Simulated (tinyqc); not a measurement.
Metal-induced gap states at the contact of a metal chain and a two-band chain: one step. Pinning factor. Three cases, with inputs chosen for the exercise.

Question. Gap states per area N = 2 Ds/a^2 (two spins). Charge in them sits a distance xi from the metal, so S = 1/(1 + 4 pi e^2 N xi/eps), e^2 meaning e^2/(4 pi eps0); S is the change of the barrier per change of the metal work function.

Constants: e^2/(4 pi eps0) = 14.39964547 eV angstrom.

Give: N; 4 pi e^2 N xi/eps; S.

Case 1.

Values chosen (out of a larger set: gap and optical dielectric constant near those of HfO2; the chain itself is a model; not measured data): a = 3.6 angstrom (period (two sites); one chain for each area a^2); eps = 4 (dielectric constant).

Ds, the density per spin summed over the semiconductor = 0.0156500 1/eV
xi, the decay length of the density = 2.27028 angstrom

Answer.

N = 2.415e+13 1/(eV cm^2)
4 pi e^2 N xi/eps = 0.2480
S = 0.8013

Weak pinning, nearer the Schottky limit S = 1.

Case 2.

Values chosen (out of a larger set: gap and optical dielectric constant near those of Si; the chain itself is a model; not measured data): a = 3.84 angstrom (period (two sites); one chain for each area a^2); eps = 12.1 (dielectric constant).

Ds, the density per spin summed over the semiconductor = 0.2043970 1/eV
xi, the decay length of the density = 11.64655 angstrom

Answer.

N = 2.772e+14 1/(eV cm^2)
4 pi e^2 N xi/eps = 4.8285
S = 0.1716

Strong pinning, near the Bardeen limit S = 0.

Case 3.

Values chosen (out of a larger set: gap and optical dielectric constant near those of Ge; the chain itself is a model; not measured data): a = 4 angstrom (period (two sites); one chain for each area a^2); eps = 16.7 (dielectric constant).

Ds, the density per spin summed over the semiconductor = 0.4797491 1/eV
xi, the decay length of the density = 13.00125 angstrom

Answer.

N = 5.997e+14 1/(eV cm^2)
4 pi e^2 N xi/eps = 8.4480
S = 0.1058

Strong pinning, near the Bardeen limit S = 0.

Computed by tinyqc, one run a case: `OMP_NUM_THREADS=1 python tinyqc.py N N+1 out.jsonl` with N = 1480708, 1481103, 1481153; one thread of a shared Intel(R) Xeon(R) Processor @ 2.30GHz, about 0.01 s a run at most.
